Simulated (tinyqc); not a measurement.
## Both saturation currents from two open-circuit voltages

Inverse problem. Without shunt, at open circuit JL = J01 (exp(Voc/Vt) - 1) + J02 (exp(Voc/(2 Vt)) - 1). Find J01, J02 and the mean ideality (Voc2 - Voc1)/(Vt ln(JL2/JL1)).

Values chosen for this exercise: temperature T = 298.15 K.

Constants: q = 1.602176634e-19 C, kB = 1.380649e-23 J/K, Vt = kB T/q. Results are converted to the units shown.

photocurrents (mA/cm^2): [22.1, 221]
Voc (V): [1.0279464, 1.1431541]

Solution. The relation is linear in J01 and J02, so two light levels give two equations; series resistance plays no part at open circuit.

J01 = 6.900e-22 A/cm^2
J02 = 4.500e-11 A/cm^2
mean ideality = 1.947

Program tinyqc, `OMP_NUM_THREADS=1 python tinyqc.py 2280020 2280021 out.jsonl`; Intel Xeon 2.30GHz, shared host, one thread, about 0.01 s.
